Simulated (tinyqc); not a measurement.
# A chain with two barriers and dephasing by Buettiker voltage probes, step by step

Computed by the program tinyqc: `OMP_NUM_THREADS=1 python tinyqc.py 2700132 2700133 out.jsonl`, one thread of a shared Intel Xeon 2.30GHz, about 0.01 s for the whole run. Printed values are rounded.

Sites 1 to 3 form a chain with hopping -t. Lead L joins site 1 and lead R site 3, both semi-infinite chains with hopping -t and site energy 0. Every site carries a probe with self-energy -i Gamma_p/2 that draws no net current. Linear response at zero temperature: mu_L = 1, mu_R = 0 in units of the bias.

Values chosen for this exercise: hopping (matrix element -t) t = 1 eV; site energies 1 to N U = [3.2, 0, 2.1] eV; Fermi energy E = -1.18 eV; probe broadening Gamma_p gp = 0.086 eV.

Constants: q = 1.602176634e-19 C, h = 6.62607015e-34 J s. Results are converted to the units shown.

## Green function

Sigma = t^2 g(E), g(x) = (x - i sqrt(4 t^2 - x^2))/(2 t^2) for |x| < 2 t and (x - sign(x) sqrt(x^2 - 4 t^2))/(2 t^2) otherwise; Gamma = -2 Im Sigma; G = (E - H - Sigma_L - Sigma_R + i Gamma_p/2)^(-1).

Sigma = -0.590000-0.807403i eV
Gamma = 1.61481 eV

G (1/eV):

|  | 1 | 2 | 3 |
|---|---|---|---|
| 1 | -0.32671-0.13065i | -0.34933-0.21732i | -0.09484-0.11077i |
| 2 | -0.34933-0.21732i | -1.50876-0.52659i | -0.45365-0.33917i |
| 3 | -0.09484-0.11077i | -0.45365-0.33917i | -0.45505-0.26994i |

## Transmissions between terminals

With Gamma the broadening by one lead, T_RL = Gamma^2 |G_(3,1)|^2, T_pL = Gamma Gamma_p |G_(p,1)|^2, T_pR = Gamma Gamma_p |G_(p,3)|^2, T_pq = Gamma_p^2 |G_(p,q)|^2 for p != q.

T_RL = 0.0554519

| probe | T_pL | T_pR |
|---|---|---|
| 1 | 0.0171935 | 0.0029532 |
| 2 | 0.0235055 | 0.0445560 |
| 3 | 0.0029532 | 0.0388766 |

T_pq (in units of 1e-3):

|  | 1 | 2 | 3 |
|---|---|---|---|
| 1 | 0.00000 | 1.25183 | 0.15728 |
| 2 | 1.25183 | 0.00000 | 2.37292 |
| 3 | 0.15728 | 2.37292 | 0.00000 |

## Probe potentials and effective transmission

No current into probe p: W mu = T_pL with W_pp = T_pL + T_pR + sum_q T_pq and W_pq = -T_pq. Then T_eff = T_RL + sum_p T_pR mu_p, and the resistance is (h/2q^2)/T_eff.

W:

|  | 1 | 2 | 3 |
|---|---|---|---|
| 1 | 0.0215558 | -0.0012518 | -0.0001573 |
| 2 | -0.0012518 | 0.0716862 | -0.0023729 |
| 3 | -0.0001573 | -0.0023729 | 0.0443600 |

mu_p, probe 1 to 3: [0.818309, 0.345095, 0.087935]
T_eff = 0.0766632
resistance = 168.352 kohm

Without probes the transmission is 0.05975. With them, 72.3 % of the current crosses without entering a probe.

## Current at both leads

In units of (2 q^2/h) times the bias, T_RL + sum_p T_pL (1 - mu_p) leaves L and T_RL + sum_p T_pR mu_p enters R.

current leaving L = 0.0766632
current entering R = 0.0766632

The two are equal: the probes conserve the current.
